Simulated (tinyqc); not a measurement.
Hydrogenic impurity: series, fields, screening, photoionisation and donor-acceptor pairs: one step, computed by the program tinyqc. Command: `OMP_NUM_THREADS=1 python tinyqc.py 3018399 3018400 out.jsonl hydrogenic walk`. One thread of a shared host (Intel(R) Xeon(R) Processor @ 2.30GHz), about 0.01 s of CPU time with the checks.

One isotropic, parabolic band. Effective units: Ry* and a*, in which H = -nabla^2 - 2/r.

Question. Effective units and the series. Ry* = Ry m/eps^2, a* = a_0 eps/m; level n is bound by Ry*/n^2; <r> = (3/2) a* in 1s; lines 1s -> np at Ry* (1 - 1/n^2); 1 THz = 4.135667696 meV.

Inputs (values chosen for the exercise, modelled on InP): electron mass m = 0.0804 m_0; dielectric constant eps = 12.4.

Parts treated: screening and pairs.

Constants: Ry = 13.605693123 eV; a_0 = 0.529177210903 angstrom; h x 1 THz = 4.135667696 meV.

Give: Ry*; a*; <r> of 1s; Series.

Answer.

Ry* = 7.114 meV

a* = 81.61 angstrom

<r> of 1s = 122.4 angstrom

Series:
```
n  binding (meV)  line from 1s (meV)  line (THz)
2          1.779               5.336       1.290
3          0.790               6.324       1.529
4          0.445               6.670       1.613
5          0.285               6.830       1.651
```
